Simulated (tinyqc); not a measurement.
Admittance spectroscopy of a deep trap: two steps of the calculation.

Schottky contact on an n-type layer with shallow donors Nd (all ionised) and a donor-like deep trap, neutral when filled and positive when empty; depletion approximation. Traps within lam of the depletion edge stay filled. The traps at xt = W - lam, where the level crosses the Fermi level, follow a slow signal and not a fast one. w = 2 pi f.

Values chosen for this exercise; material values close to those of gallium arsenide:

| symbol | value | unit | meaning |
|---|---|---|---|
| eps_r | 12.7 |  | relative permittivity |
| Nc | 4.47e17 | cm^-3 | conduction-band density of states at 300 K |
| vth | 4.5e7 | cm/s | thermal velocity at 300 K |
| Nd | 1.7e16 | cm^-3 | shallow donor density |
| Vbi | 0.8 | V | built-in voltage |
| Et | 0.59 | eV | depth of the trap below the conduction edge |
| sn | 6.2e-15 | cm^2 | capture cross-section |
| Nt | 1.6e16 | cm^-3 | trap density |
| Vr | 0.9 | V | reverse bias |
| f | 1.7e5 | Hz | signal frequency |
| T | 498 | K | temperature |

Constants: q = 1.602176634e-19 C, kB = 1.380649e-23 J/K, eps0 = 8.8541878128e-14 F/cm where lengths are in cm. Results are converted to the units shown.

Task 1. Widths and limiting capacitances. lam = sqrt(2 eps0 eps_r (EF - ET)/(q Nd)), EF - ET = Et - (kB T/q) ln(Nc(T)/Nd), Nc(T) = Nc (T/300 K)^1.5. In the steady state at the band bending V, 2 eps0 eps_r V/q = Nd W^2 + Nt (W - lam)^2 (the second term only if W > lam). V = Vbi + Vr. C_HF = eps0 eps_r/W, C_LF = eps0 eps_r (Nd + Nt)/(Nd W + Nt xt).

Find: lam; W; xt; C_HF; C_LF.

Result 1.

lam = 185.57 nm
W = 342.38 nm
xt = 156.81 nm
C_HF = 32.843 nF/cm^2
C_LF = 44.550 nF/cm^2

The step is 35.6 % of C_HF.

Task 2. Admittance at the signal frequency. Emission rate en = sn vth(T) Nc(T) exp(-Et/kB T) = sn g T^2 exp(-Et/kB T), g = vth Nc/(300 K)^2, as vth goes as T^0.5 and Nc as T^1.5 (degeneracy factor 1). Inflection frequency w0 = 2 en [1 + Nt xt/(Nd W)]; C = C_HF + (C_LF - C_HF)/(1 + (w/w0)^2), G/w = (C_LF - C_HF)(w/w0)/(1 + (w/w0)^2).

W = 342.38362 nm
xt = 156.80927 nm
C_HF = 32.842746 nF/cm^2
C_LF = 44.550135 nF/cm^2

Wanted: en; w0/(2 pi); C; G/w.

Result 2.

en = 3.6754e5 1/s
w0/(2 pi) = 1.6742e5 Hz
C = 38.607 nF/cm^2
G/w = 5.8530 nF/cm^2

The signal lies near the inflection, where the loss is largest.

Computed by the program tinyqc: `OMP_NUM_THREADS=1 python tinyqc.py 2050159 2050160 out.jsonl`, one thread of a shared Intel Xeon 2.30GHz, about 0.01 s for the whole run.
